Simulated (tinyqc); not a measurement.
## Contact transmission and back-scattering length from two lengths

Problem. A channel with M modes has R = RQ (2/tc - 1 + L/lam), RQ = (h/2q^2)/M. Find lam and tc.

Constants: q = 1.602176634e-19 C, h = 6.62607015e-34 J s. Results are converted to the units shown.

R at L = 2.1 and 17 nm (ohm cm^2): 2.1531042e-8  5.5581711e-8
M = 1.3134012e12 cm^-2

Answer. The slope is RQ/lam and the intercept RQ (2/tc - 1).

lam = 4.30 nm
tc = 0.740

tinyqc, about 0.01 s, one thread, Intel Xeon 2.30GHz (shared host): `OMP_NUM_THREADS=1 python tinyqc.py 2760023 2760024 out.jsonl`
